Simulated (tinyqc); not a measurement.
Classical Heisenberg spin chain: exact results, Metropolis, heat-bath and over-relaxation steps, and a Monte Carlo run: one step, computed by the program tinyqc. Command: `OMP_NUM_THREADS=1 python tinyqc.py 3130125 3130126 out.jsonl heismc walk`. One thread of a shared host (Intel(R) Xeon(R) Processor @ 2.30GHz), about 0.2 s of CPU time with the checks.

E = -J sum_i s_i . s_(i+1) for unit vectors s_i on an open chain; K = J/(k_B T).

Task: Exact results. Each bond angle is independent, so u = <s_i . s_(i+1)> = coth K - 1/K, <s_i . s_(i+n)> = u^n, correlation length xi = -1/ln|u|, energy per bond -J u, heat capacity per bond c/k_B = 1 - K^2/sinh^2 K, and for the long chain chi = mu^2 (1 + u)/(3 k_B T (1 - u)) per spin.

Inputs (values chosen for the exercise, for a model chain of large moments): coupling J = -6.8 meV; temperature T = 190 K; moment mu = 4.6 mu_B.

Constants: k_B = 8.617333262e-05 eV/K; mu_B = 5.7883818060e-05 eV/T.

Give: K; u; xi; energy per bond; heat capacity; chi over the Curie value; chi.

Result:

K = -0.4153

u = -0.1369

xi = 0.5028 sites

energy per bond = -0.9307 meV

heat capacity = 0.05557 k_B/bond

chi over the Curie value = 0.7592

chi = 0.01893 mu_B/T per spin

For |K| << 1, u = K/3 = -0.1384.
